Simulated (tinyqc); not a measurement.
From results back to parameters: tunnelling through a thin dielectric with one trap, as a tight-binding chain. Two cases, with inputs chosen for the exercise.

Problem. A resonance has full width Gamma_L + Gamma_R and peak height 4 Gamma_L Gamma_R/(Gamma_L + Gamma_R)^2. The values come from hidden widths.

Find: larger and smaller width.

Method. The widths are (W/2)(1 +/- sqrt(1 - peak)); which belongs to which lead the line shape cannot tell.

Case 1.

full width = 94.7505 meV
peak height = 0.000510030

Solution.

larger and smaller width (meV): 94.7  0.0121

Case 2.

full width = 82.3711 meV
peak height = 0.184486

Solution.

larger and smaller width (meV): 78.4  3.99

Computed by tinyqc, one run a case: `OMP_NUM_THREADS=1 python tinyqc.py N N+1 out.jsonl` with N = 1480051, 1480093; one thread of a shared Intel(R) Xeon(R) Processor @ 2.30GHz, about 0.1 s a run at most.
